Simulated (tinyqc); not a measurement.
Space-charge-limited current with shallow traps: one step of the calculation.

One carrier type, drift only, an injecting contact at x = 0 (zero field) and thickness L. The share th = y/(1 + y), y = (Nc/Nt) exp(-Et/kB T), of the injected charge is free: J = q mu n F, eps0 eps_r dF/dx = q (n - n0)/th.

Problem. The exact current. Exact: with u = n0/n(L), w = -u - ln(1 - u) and v = -u - u^2/2 - ln(1 - u), V = (q n0 L^2/(th eps0 eps_r)) v/w^2 and J = q^2 n0^2 mu L/(th eps0 eps_r w). v/w^2 falls steadily with u, so u follows by bisection.

Inputs (values chosen for the exercise):
- T = 250 K (temperature)
- eps_r = 22.7 (relative permittivity)
- mu = 0.00015 cm^2/(V s) (mobility)
- L = 4500 nm (thickness)
- Nc = 1.3e20 cm^-3 (band density of states)
- Nt = 1.5e16 cm^-3 (trap density)
- Et = 0.23 eV (trap depth)
- n0 = 1.6e13 cm^-3 (free carrier density in equilibrium)
- V = 15 V (voltage)

Constants: q = 1.602176634e-19 C, kB = 1.380649e-23 J/K, Vt = kB T/q, eps0 = 8.8541878128e-14 F/cm where lengths are in cm. Results are converted to the units shown.

Give: v/w^2; u; w; J; exit field over V/L.

Solution.

v/w^2 = 9.684
u = 0.1273
w = 0.008864
J = 1.493e-4 A/cm^2
exit field over V/L = 1.483

J is 2.1 % below the plain sum of the two limits; the exit field lies between the ohmic 1 and the Mott-Gurney 1.5.

Range of the model: Diffusion and a field-dependent mobility are left out. With injecting contacts the diffusion current, about 4 pi^2 Vt th eps0 eps_r mu V/L^3, equals the Mott-Gurney current at V = 35 kB T/q (0.9 V at 300 K), so the drift-only result needs V well above that.

Numbers from tinyqc (`OMP_NUM_THREADS=1 python tinyqc.py 2370027 2370028 out.jsonl`; about 0.01 s on one thread of a shared Intel Xeon 2.30GHz).
